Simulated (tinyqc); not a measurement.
# Trap density from the capacitance step

Question. A junction with shallow donors Nd and a deep trap has C_HF = eps0 eps_r/W and C_LF = eps0 eps_r (Nd + Nt)/(Nd W + Nt xt), xt = W - lam. Find W, xt and Nt.

Inputs (values chosen for the exercise):
```
symbol   value   unit                meaning
eps_r     11.9         relative permittivity
Nd      1.1e16  cm^-3  shallow donor density
```

Constants: eps0 = 8.8541878128e-14 F/cm where lengths are in cm. Results are converted to the units shown.

C_HF = 42.466773 nF/cm^2
C_LF = 47.149095 nF/cm^2
lam = 133.05404 nm

Answer. C_HF gives W. With y = C_LF/C_HF, Nt/Nd = (y - 1)/(1 - y xt/W).

W = 248.1 nm
xt = 115.1 nm
Nt = 2.500e15 cm^-3

Computed by the program tinyqc: `OMP_NUM_THREADS=1 python tinyqc.py 2050120 2050121 out.jsonl`, one thread of a shared Intel Xeon 2.30GHz, about 0.01 s for the whole run.
